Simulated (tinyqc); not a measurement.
UHF in the sto-6g basis, for BeH+, spin multiplicity 1, step by step (part 2 of 4). This run ends on a higher stationary point, not on the lowest solution. Computed by tinyqc, a small Python program that keeps every step (integrals from PySCF). Command: `OMP_NUM_THREADS=1 python tinyqc.py 22971 22972 out.jsonl` (the two numbers bound the seeds that draw the settings). One thread of a shared host (Intel(R) Xeon(R) Processor @ 2.60GHz), about 0.2 s of CPU time with the checks.

Geometry (angstrom):
```
atom         x         y         z
Be    0.000000  0.000000  0.000000
H     0.000000  0.000000  2.615000
```

## Iteration 2: diagonalisation and new density

extrapolated F(alpha) (hartree):
```
            1Be 1s     1Be 2s    1Be 2px    1Be 2py    1Be 2pz      2H 1s
1Be 1s   -5.102905  -1.382338   0.000064   0.000043   0.011989  -0.023332
1Be 2s   -1.382338  -0.672437  -0.013282  -0.008974  -0.029331  -0.127611
1Be 2px   0.000064  -0.013282  -0.132430  -0.003012  -0.033465  -0.015258
1Be 2py   0.000043  -0.008974  -0.003012  -0.130007  -0.022610  -0.010309
1Be 2pz   0.011989  -0.029331  -0.033465  -0.022610  -0.288460  -0.190500
2H 1s    -0.023332  -0.127611  -0.015258  -0.010309  -0.190500  -0.274630
```

extrapolated F(beta) (hartree):
```
            1Be 1s     1Be 2s    1Be 2px    1Be 2py    1Be 2pz      2H 1s
1Be 1s   -5.102905  -1.382338  -0.000064  -0.000043   0.011989  -0.023332
1Be 2s   -1.382338  -0.672437   0.013282   0.008974  -0.029331  -0.127611
1Be 2px  -0.000064   0.013282  -0.132430  -0.003012   0.033465   0.015258
1Be 2py  -0.000043   0.008974  -0.003012  -0.130007   0.022610   0.010309
1Be 2pz   0.011989  -0.029331   0.033465   0.022610  -0.288460  -0.190500
2H 1s    -0.023332  -0.127611   0.015258   0.010309  -0.190500  -0.274630
```

X:
```
                 1          2          3         4          5         6
1Be 1s   -0.718432   0.390972   0.000000  0.000000  -0.340681  0.533853
1Be 2s    0.805945  -0.203789   0.000000  0.000000  -0.190638  0.596266
1Be 2px   0.000000   0.000000  -0.160941  0.986964   0.000000  0.000000
1Be 2py   0.000000   0.000000   0.986964  0.160941   0.000000  0.000000
1Be 2pz   0.229118   0.729509   0.000000  0.000000   0.639849  0.174863
2H 1s    -0.421227  -0.659942   0.000000  0.000000   0.564335  0.325442
```

D(alpha) after iteration 1:
```
            1Be 1s    1Be 2s    1Be 2px    1Be 2py    1Be 2pz      2H 1s
1Be 1s    0.988930  0.013567  -0.007251  -0.004899  -0.039887  -0.041694
1Be 2s    0.013567  0.052408   0.024785   0.016745   0.132621   0.138204
1Be 2px  -0.007251  0.024785   0.014033   0.009481   0.075507   0.058914
1Be 2py  -0.004899  0.016745   0.009481   0.006405   0.051014   0.039803
1Be 2pz  -0.039887  0.132621   0.075507   0.051014   0.406363   0.313811
2H 1s    -0.041694  0.138204   0.058914   0.039803   0.313811   0.398693
```

D(beta) after iteration 1:
```
            1Be 1s     1Be 2s    1Be 2px    1Be 2py    1Be 2pz      2H 1s
1Be 1s    0.988930   0.013567   0.007251   0.004899  -0.039887  -0.041694
1Be 2s    0.013567   0.052408  -0.024785  -0.016745   0.132621   0.138204
1Be 2px   0.007251  -0.024785   0.014033   0.009481  -0.075507  -0.058914
1Be 2py   0.004899  -0.016745   0.009481   0.006405  -0.051014  -0.039803
1Be 2pz  -0.039887   0.132621  -0.075507  -0.051014   0.406363   0.313811
2H 1s    -0.041694   0.138204  -0.058914  -0.039803   0.313811   0.398693
```

overlap S:
```
           1Be 1s    1Be 2s   1Be 2px   1Be 2py   1Be 2pz     2H 1s
1Be 1s   1.000000  0.254764  0.000000  0.000000  0.000000  0.003965
1Be 2s   0.254764  1.000000  0.000000  0.000000  0.000000  0.107858
1Be 2px  0.000000  0.000000  1.000000  0.000000  0.000000  0.000000
1Be 2py  0.000000  0.000000  0.000000  1.000000  0.000000  0.000000
1Be 2pz  0.000000  0.000000  0.000000  0.000000  1.000000  0.154190
2H 1s    0.003965  0.107858  0.000000  0.000000  0.154190  1.000000
```

Diagonalise F' = X^T F X, C = X C', fill 2 alpha and 2 beta electrons from the bottom; D(s) = C_occ C_occ^T; the new density keeps 0.3 of the old one (damping). Each column has its largest component positive (the first on a tie).

F' = X^T F X (alpha) (hartree):
```
           1          2          3          4          5          6
1  -1.439179   0.897218  -0.006066  -0.013138  -0.988188   1.658429
2   0.897218  -0.684092  -0.005874  -0.012723   0.626424  -1.098594
3  -0.006066  -0.005874  -0.129113  -0.002471  -0.013918  -0.009461
4  -0.013138  -0.012723  -0.002471  -0.133324  -0.030146  -0.020493
5  -0.988188   0.626424  -0.013918  -0.030146  -1.101033   1.238529
6   1.658429  -1.098594  -0.009461  -0.020493   1.238529  -2.694542
```

orbital energies (alpha) (hartree): MO1 -5.104448, MO2 -0.454165, MO3 -0.279809, MO4 -0.134596, MO5 -0.127972, MO6 -0.080293

coefficients C (alpha):
```
               MO1        MO2        MO3        MO4        MO5        MO6
1Be 1s    0.995144  -0.132291  -0.235175  -0.027592   0.000000   0.078648
1Be 2s    0.018442   0.480959   0.862682   0.108767   0.000000  -0.308611
1Be 2px   0.000019   0.103617  -0.058093   0.773708  -0.559822   0.271779
1Be 2py   0.000013   0.070005  -0.039248   0.522728   0.828613   0.183618
1Be 2pz  -0.002279   0.539126  -0.531108   0.120254   0.000000  -0.661411
2H 1s    -0.000697   0.569360  -0.140452  -0.351906   0.000000   0.754724
```

F' = X^T F X (beta) (hartree):
```
           1          2          3          4          5          6
1  -1.439179   0.897218   0.006066   0.013138  -0.988188   1.658429
2   0.897218  -0.684092   0.005874   0.012723   0.626424  -1.098594
3   0.006066   0.005874  -0.129113  -0.002471   0.013918   0.009461
4   0.013138   0.012723  -0.002471  -0.133324   0.030146   0.020493
5  -0.988188   0.626424   0.013918   0.030146  -1.101033   1.238529
6   1.658429  -1.098594   0.009461   0.020493   1.238529  -2.694542
```

orbital energies (beta) (hartree): MO1 -5.104448, MO2 -0.454165, MO3 -0.279809, MO4 -0.134596, MO5 -0.127972, MO6 -0.080293

coefficients C (beta):
```
               MO1        MO2        MO3        MO4        MO5        MO6
1Be 1s    0.995144  -0.132291  -0.235175   0.027592   0.000000   0.078648
1Be 2s    0.018442   0.480959   0.862682  -0.108767   0.000000  -0.308611
1Be 2px  -0.000019  -0.103617   0.058093   0.773708  -0.559822  -0.271779
1Be 2py  -0.000013  -0.070005   0.039248   0.522728   0.828613  -0.183618
1Be 2pz  -0.002279   0.539126  -0.531108  -0.120254   0.000000  -0.661411
2H 1s    -0.000697   0.569360  -0.140452   0.351906   0.000000   0.754724
```

D(alpha) after iteration 2:
```
            1Be 1s     1Be 2s    1Be 2px    1Be 2py    1Be 2pz      2H 1s
1Be 1s    1.002147  -0.027622  -0.011757  -0.007943  -0.063478  -0.065718
1Be 2s   -0.027622   0.177886   0.042321   0.028592   0.221265   0.233139
1Be 2px  -0.011757   0.042321   0.011725   0.007922   0.061756   0.058971
1Be 2py  -0.007943   0.028592   0.007922   0.005352   0.041723   0.039841
1Be 2pz  -0.063478   0.221265   0.061756   0.041723   0.325372   0.309014
2H 1s    -0.065718   0.233139   0.058971   0.039841   0.309014   0.346528
```

D(beta) after iteration 2:
```
            1Be 1s     1Be 2s    1Be 2px    1Be 2py    1Be 2pz      2H 1s
1Be 1s    1.002147  -0.027622   0.011757   0.007943  -0.063478  -0.065718
1Be 2s   -0.027622   0.177886  -0.042321  -0.028592   0.221265   0.233139
1Be 2px   0.011757  -0.042321   0.011725   0.007922  -0.061756  -0.058971
1Be 2py   0.007943  -0.028592   0.007922   0.005352  -0.041723  -0.039841
1Be 2pz  -0.063478   0.221265  -0.061756  -0.041723   0.325372   0.309014
2H 1s    -0.065718   0.233139  -0.058971  -0.039841   0.309014   0.346528
```

## Iteration 3: building the Fock matrix

core Hamiltonian H = T + V (hartree):
```
            1Be 1s     1Be 2s    1Be 2px    1Be 2py    1Be 2pz      2H 1s
1Be 1s   -8.148400  -1.909670   0.000000   0.000000  -0.004978  -0.030015
1Be 2s   -1.909670  -2.282087   0.000000   0.000000  -0.050973  -0.203069
1Be 2px   0.000000   0.000000  -1.831696   0.000000   0.000000   0.000000
1Be 2py   0.000000   0.000000   0.000000  -1.831696   0.000000   0.000000
1Be 2pz  -0.004978  -0.050973   0.000000   0.000000  -1.859133  -0.272878
2H 1s    -0.030015  -0.203069   0.000000   0.000000  -0.272878  -1.280460
```

Two-electron integrals (ij|kl) in chemists' order, unique and non-zero (hartree):
```
(11|11) 2.299996   (21|11) 0.361879   (21|21) 0.071926   (22|11) 0.570332
(22|21) 0.139654   (22|22) 0.417773   (31|31) 0.015252   (32|31) 0.022555
(32|32) 0.092340   (33|11) 0.570332   (33|21) 0.139654   (33|22) 0.417773
(33|33) 0.450117   (41|41) 0.015252   (42|41) 0.022555   (42|42) 0.092340
(43|43) 0.024258   (44|11) 0.570332   (44|21) 0.139654   (44|22) 0.417773
(44|33) 0.401601   (44|44) 0.450117   (51|51) 0.015252   (52|51) 0.022555
(52|52) 0.092340   (53|53) 0.024258   (54|54) 0.024258   (55|11) 0.570332
(55|21) 0.139654   (55|22) 0.417773   (55|33) 0.401601   (55|44) 0.401601
(55|55) 0.450117   (61|11) 0.005617   (61|21) 0.001093   (61|22) 0.002145
(61|33) 0.002128   (61|44) 0.002128   (61|51) 0.000108   (61|52) 0.000221
(61|55) 0.002180   (61|61) 0.000018   (62|11) 0.033584   (62|21) 0.008474
(62|22) 0.030541   (62|33) 0.029311   (62|44) 0.029311   (62|51) 0.001026
(62|52) 0.007919   (62|55) 0.033001   (62|61) 0.000145   (62|62) 0.005112
(63|31) 0.000482   (63|32) 0.002763   (63|53) 0.001054   (63|63) 0.000260
(64|41) 0.000482   (64|42) 0.002763   (64|54) 0.001054   (64|64) 0.000260
(65|11) 0.044295   (65|21) 0.011243   (65|22) 0.041656   (65|33) 0.039565
(65|44) 0.039565   (65|51) 0.001612   (65|52) 0.012283   (65|55) 0.045836
(65|61) 0.000196   (65|62) 0.007683   (65|65) 0.011641   (66|11) 0.202354
(66|21) 0.051551   (66|22) 0.201642   (66|33) 0.192918   (66|44) 0.192918
(66|51) 0.004974   (66|52) 0.050179   (66|55) 0.219089   (66|61) 0.000871
(66|62) 0.050845   (66|65) 0.079144   (66|66) 0.774999
```

nuclear repulsion = 0.80944889 hartree

J_ij = sum D_kl (ij|kl) with D = D(alpha) + D(beta), K_ij = sum D_kl (ik|jl) for each spin; F = H + J - K(s); E = tr D H + tr D J / 2 - 0.5 sum_s tr D(s) K(s) + E_nn.

Coulomb J (hartree):
```
           1Be 1s    1Be 2s   1Be 2px   1Be 2py   1Be 2pz     2H 1s
1Be 1s   5.388249  0.919939  0.000000  0.000000  0.022458  0.014537
1Be 2s   0.919939  1.781601  0.000000  0.000000  0.133285  0.155931
1Be 2px  0.000000  0.000000  1.761892  0.000769  0.000000  0.000000
1Be 2py  0.000000  0.000000  0.000769  1.761273  0.000000  0.000000
1Be 2pz  0.022458  0.133285  0.000000  0.000000  1.821643  0.220352
2H 1s    0.014537  0.155931  0.000000  0.000000  0.220352  1.346058
```

exchange K(alpha) (hartree):
```
            1Be 1s    1Be 2s   1Be 2px   1Be 2py    1Be 2pz     2H 1s
1Be 1s    2.302805  0.378115  0.000134  0.000090  -0.000286  0.007260
1Be 2s    0.378115  0.190096  0.021573  0.014575   0.129981  0.100825
1Be 2px   0.000134  0.021573  0.045731  0.003374   0.028695  0.015227
1Be 2py   0.000090  0.014575  0.003374  0.043017   0.019386  0.010288
1Be 2pz  -0.000286  0.129981  0.028695  0.019386   0.215211  0.138069
2H 1s     0.007260  0.100825  0.015227  0.010288   0.138069  0.349151
```

exchange K(beta) (hartree):
```
            1Be 1s     1Be 2s    1Be 2px    1Be 2py    1Be 2pz      2H 1s
1Be 1s    2.302805   0.378115  -0.000134  -0.000090  -0.000286   0.007260
1Be 2s    0.378115   0.190096  -0.021573  -0.014575   0.129981   0.100825
1Be 2px  -0.000134  -0.021573   0.045731   0.003374  -0.028695  -0.015227
1Be 2py  -0.000090  -0.014575   0.003374   0.043017  -0.019386  -0.010288
1Be 2pz  -0.000286   0.129981  -0.028695  -0.019386   0.215211   0.138069
2H 1s     0.007260   0.100825  -0.015227  -0.010288   0.138069   0.349151
```

F(alpha) (hartree):
```
            1Be 1s     1Be 2s    1Be 2px    1Be 2py    1Be 2pz      2H 1s
1Be 1s   -5.062956  -1.367846  -0.000134  -0.000090   0.017767  -0.022738
1Be 2s   -1.367846  -0.690581  -0.021573  -0.014575  -0.047668  -0.147963
1Be 2px  -0.000134  -0.021573  -0.115535  -0.002605  -0.028695  -0.015227
1Be 2py  -0.000090  -0.014575  -0.002605  -0.113439  -0.019386  -0.010288
1Be 2pz   0.017767  -0.047668  -0.028695  -0.019386  -0.252701  -0.190594
2H 1s    -0.022738  -0.147963  -0.015227  -0.010288  -0.190594  -0.283554
```

F(beta) (hartree):
```
            1Be 1s     1Be 2s    1Be 2px    1Be 2py    1Be 2pz      2H 1s
1Be 1s   -5.062956  -1.367846   0.000134   0.000090   0.017767  -0.022738
1Be 2s   -1.367846  -0.690581   0.021573   0.014575  -0.047668  -0.147963
1Be 2px   0.000134   0.021573  -0.115535  -0.002605   0.028695   0.015227
1Be 2py   0.000090   0.014575  -0.002605  -0.113439   0.019386   0.010288
1Be 2pz   0.017767  -0.047668   0.028695   0.019386  -0.252701  -0.190594
2H 1s    -0.022738  -0.147963   0.015227   0.010288  -0.190594  -0.283554
```

total energy of this density = -14.53929052 hartree

This density is a damped mixture and is not idempotent.

## Iteration 3: DIIS over 3 matrices

error matrix X^T (FDS - SDF) X (alpha):
```
           1          2          3          4          5         6
1   0.000000   0.002713  -0.001937  -0.004197  -0.031057  0.000976
2  -0.002713   0.000000   0.001890   0.004093   0.022256  0.011851
3   0.001937  -0.001890   0.000000   0.000000   0.000398  0.001426
4   0.004197  -0.004093   0.000000   0.000000   0.000862  0.003088
5   0.031057  -0.022256  -0.000398  -0.000862   0.000000  0.025656
6  -0.000976  -0.011851  -0.001426  -0.003088  -0.025656  0.000000
```

B (overlaps of the stored error matrices):
```
               1              2              3
1  1.0460914e-01  1.7776812e-02  1.7812108e-02
2  1.7776812e-02  1.4729017e-02  9.5304950e-03
3  1.7812108e-02  9.5304950e-03  9.2841597e-03
```

Minimise |sum c_i e_i|^2 with sum c_i = 1: solve [B -1; -1 0][c; lambda] = [0; -1] with B_ij = tr e_i^T e_j summed over both spins, and take F = sum c_i F_i.

DIIS coefficients: -0.109158  -0.055951  1.165109

extrapolated F(alpha) (hartree):
```
            1Be 1s     1Be 2s    1Be 2px    1Be 2py    1Be 2pz      2H 1s
1Be 1s   -5.087615  -1.371413  -0.000193  -0.000131   0.018887  -0.022705
1Be 2s   -1.371413  -0.709401  -0.022706  -0.015341  -0.046644  -0.153963
1Be 2px  -0.000193  -0.022706  -0.129524  -0.002203  -0.024478  -0.015331
1Be 2py  -0.000131  -0.015341  -0.002203  -0.127752  -0.016538  -0.010358
1Be 2pz   0.018887  -0.046644  -0.024478  -0.016538  -0.248299  -0.192158
2H 1s    -0.022705  -0.153963  -0.015331  -0.010358  -0.192158  -0.271393
```

extrapolated F(beta) (hartree):
```
            1Be 1s     1Be 2s    1Be 2px    1Be 2py    1Be 2pz      2H 1s
1Be 1s   -5.087615  -1.371413   0.000193   0.000131   0.018887  -0.022705
1Be 2s   -1.371413  -0.709401   0.022706   0.015341  -0.046644  -0.153963
1Be 2px   0.000193   0.022706  -0.129524  -0.002203   0.024478   0.015331
1Be 2py   0.000131   0.015341  -0.002203  -0.127752   0.016538   0.010358
1Be 2pz   0.018887  -0.046644   0.024478   0.016538  -0.248299  -0.192158
2H 1s    -0.022705  -0.153963   0.015331   0.010358  -0.192158  -0.271393
```

## Iteration 3: diagonalisation and new density

As before.

F' = X^T F X (alpha) (hartree):
```
           1          2          3          4          5          6
1  -1.455340   0.911988  -0.008757  -0.018968  -1.001066   1.630578
2   0.911988  -0.658981  -0.001613  -0.003493   0.645125  -1.077106
3  -0.008757  -0.001613  -0.127097  -0.001808  -0.010077  -0.011590
4  -0.018968  -0.003493  -0.001808  -0.130178  -0.021826  -0.025104
5  -1.001066   0.645125  -0.010077  -0.021826  -1.076261   1.230002
6   1.630578  -1.077106  -0.011590  -0.025104   1.230002  -2.707320
```

orbital energies (alpha) (hartree): MO1 -5.088965, MO2 -0.486301, MO3 -0.265536, MO4 -0.129162, MO5 -0.126263, MO6 -0.058951

coefficients C (alpha):
```
               MO1        MO2        MO3        MO4        MO5        MO6
1Be 1s    0.995521  -0.177373  -0.206958   0.002562   0.000000   0.068591
1Be 2s    0.017031   0.651707   0.762333  -0.004794   0.000000  -0.277068
1Be 2px   0.000097   0.092865  -0.015452   0.807159  -0.559822   0.161958
1Be 2py   0.000066   0.062741  -0.010439   0.545328   0.828613   0.109421
1Be 2pz  -0.003668   0.414960  -0.587321   0.082986   0.000000  -0.707548
2H 1s    -0.000423   0.526584  -0.324303  -0.222889   0.000000   0.777946
```

F' = X^T F X (beta) (hartree):
```
           1          2          3          4          5          6
1  -1.455340   0.911988   0.008757   0.018968  -1.001066   1.630578
2   0.911988  -0.658981   0.001613   0.003493   0.645125  -1.077106
3   0.008757   0.001613  -0.127097  -0.001808   0.010077   0.011590
4   0.018968   0.003493  -0.001808  -0.130178   0.021826   0.025104
5  -1.001066   0.645125   0.010077   0.021826  -1.076261   1.230002
6   1.630578  -1.077106   0.011590   0.025104   1.230002  -2.707320
```

orbital energies (beta) (hartree): MO1 -5.088965, MO2 -0.486301, MO3 -0.265536, MO4 -0.129162, MO5 -0.126263, MO6 -0.058951

coefficients C (beta):
```
               MO1        MO2        MO3        MO4        MO5        MO6
1Be 1s    0.995521  -0.177373  -0.206958  -0.002562   0.000000   0.068591
1Be 2s    0.017031   0.651707   0.762333   0.004794   0.000000  -0.277068
1Be 2px  -0.000097  -0.092865   0.015452   0.807159  -0.559822  -0.161958
1Be 2py  -0.000066  -0.062741   0.010439   0.545328   0.828613  -0.109421
1Be 2pz  -0.003668   0.414960  -0.587321  -0.082986   0.000000  -0.707548
2H 1s    -0.000423   0.526584  -0.324303   0.222889   0.000000   0.777946
```

D(alpha) after iteration 3:
```
            1Be 1s     1Be 2s    1Be 2px    1Be 2py    1Be 2pz      2H 1s
1Be 1s    1.016410  -0.077334  -0.014990  -0.010127  -0.073121  -0.085391
1Be 2s   -0.077334   0.350874   0.055062   0.037201   0.255638   0.310162
1Be 2px  -0.014990   0.055062   0.009554   0.006455   0.045501   0.051922
1Be 2py  -0.010127   0.037201   0.006455   0.004361   0.030741   0.035079
1Be 2pz  -0.073121   0.255638   0.045501   0.030741   0.218155   0.245663
2H 1s    -0.085391   0.310162   0.051922   0.035079   0.245663   0.298062
```

D(beta) after iteration 3:
```
            1Be 1s     1Be 2s    1Be 2px    1Be 2py    1Be 2pz      2H 1s
1Be 1s    1.016410  -0.077334   0.014990   0.010127  -0.073121  -0.085391
1Be 2s   -0.077334   0.350874  -0.055062  -0.037201   0.255638   0.310162
1Be 2px   0.014990  -0.055062   0.009554   0.006455  -0.045501  -0.051922
1Be 2py   0.010127  -0.037201   0.006455   0.004361  -0.030741  -0.035079
1Be 2pz  -0.073121   0.255638  -0.045501  -0.030741   0.218155   0.245663
2H 1s    -0.085391   0.310162  -0.051922  -0.035079   0.245663   0.298062
```
